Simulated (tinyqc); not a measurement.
BCS gap equation with a constant attraction inside the Debye window: one step, computed by the program tinyqc. Command: `OMP_NUM_THREADS=1 python tinyqc.py 3026147 3026148 out.jsonl bcs walk`. One thread of a shared host (Intel(R) Xeon(R) Processor @ 2.30GHz), about 0.01 s of CPU time with the checks.

Pairs attract with strength V for |xi| < k_B Theta; N(0) is the density of states for one spin. Energies are given as temperatures (E/k_B, in K) unless marked.

Task: A tunnel junction of this metal. Ambegaokar-Baratoff: I_c R_n = (pi Delta/(2e)) tanh(Delta/2T); Josephson energy E_J = hbar I_c/(2e), given as E_J/h; inductance hbar/(2 e I_c); thermal quasiparticle fraction x = n_qp/(2 N(0) Delta) = sqrt(2 pi T/Delta) exp(-Delta/T), valid for T well below Delta.

Inputs (values chosen for the exercise, modelled on tin): Debye temperature Theta = 197 K; temperature T = 3.31 K; junction resistance R_n = 6.2 kilo-ohm.

Solver: secant.

Delta(T) = 4.093586 K

Constants: k_B = 8.617333262e-05 eV/K; hbar = 1.054571817e-34 J s; e = 1.602176634e-19 C; h = 6.62607015e-34 J s.

Give: I_c R_n; critical current I_c; E_J/h; Josephson inductance; quasiparticle fraction x.

Result:

I_c R_n = 304.8 microvolt

critical current I_c = 49.15 nA

E_J/h = 24.41 GHz

Josephson inductance = 6.695 nH

quasiparticle fraction x = 0.6544

Caution: T is not small against Delta, so the quasiparticle formula is only a rough guide.
